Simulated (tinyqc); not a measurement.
The product rho l across metals: free and nearly free electrons in a metal.

Constants: hbar^2/2m0 = 3.80998211 eV angstrom^2; hbar = 6.58211957e-16 eV s.

Free electrons with m = 1; fcc cells hold 4 atoms and bcc cells 2; n = atoms z/a^3, kF = (3 pi^2 n)^(1/3), rho l = hbar kF/(n e^2), e = 1.602176634e-19 C. Inputs are chosen for the exercise.

Results:
```
case     lattice  a (angstrom)  z  rho (micro-ohm cm)  kF (1/angstrom)  EF (eV)  l (nm)  rho l (1e-16 ohm m^2)
near Au      fcc         4.060  1                2.17            1.210     5.57    38.3                   8.31
near K       bcc         5.217  1                7.35            0.747     2.13    29.6                  21.79
near Cu      fcc         3.596  1                1.81            1.366     7.11    36.0                   6.52
near Na      bcc         4.211  1                4.42            0.926     3.26    32.1                  14.20
near Ag      fcc         4.070  1                1.43            1.207     5.55    58.4                   8.35
near Li      bcc         3.466  1                8.90            1.125     4.82    10.8                   9.62
```

rho l falls as n^(-2/3): it is lowest for the case near Cu and highest for near K. The lowest bulk rho belongs to near Ag; in very narrow wires, where rho l rules, the order changes. Real Fermi surfaces depart from spheres, most for the polyvalent and noble metals.

tinyqc: `OMP_NUM_THREADS=1 python tinyqc.py 1651369 1651370 out.jsonl`; about 0.01 s, one thread, shared Intel(R) Xeon(R) Processor @ 2.30GHz.
